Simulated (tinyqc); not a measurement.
# Shape of the distribution and failure rate

For F(t) = 1 - exp(-(t/t63)^beta): mean t63 Gamma(1 + 1/beta), median t63 (ln 2)^(1/beta), deviation t63 sqrt(Gamma(1 + 2/beta) - Gamma(1 + 1/beta)^2), failure rate (beta/t63)(t/t63)^(beta - 1).

Values chosen for this exercise:
- t63 = 24 s (characteristic time of a test capacitor)

Shape of the distribution and failure rate:
```
beta  mean (s)  median (s)  deviation/mean  rate at 0.01 t63 (1/s)  rate at t63 (1/s)
0.5      48.00       11.53           2.236                  0.2083            0.02083
0.7      30.38       14.22           1.462                  0.1161            0.02917
1        24.00       16.64           1.000                 0.04167            0.04167
1.3      22.17       18.10          0.7757                 0.01361            0.05417
1.7      21.41       19.35          0.6055                0.002820            0.07083
2.2      21.25       20.32          0.4798                3.649e-4            0.09167
3        21.43       21.24          0.3634                1.250e-5             0.1250
4        21.75       21.90          0.2805                1.667e-7             0.1667
```

The relative spread falls from 2.24 to 0.281. For beta < 1 the rate falls with time (early failures), at 1 it is constant, 0.0417 1/s, and above 1 it grows (wear-out): the early rate goes from 10.0 times the rate at t63 to 1.00e-6 times.

tinyqc, about 0.01 s, one thread, Intel Xeon 2.30GHz (shared host): `OMP_NUM_THREADS=1 python tinyqc.py 2070013 2070014 out.jsonl`
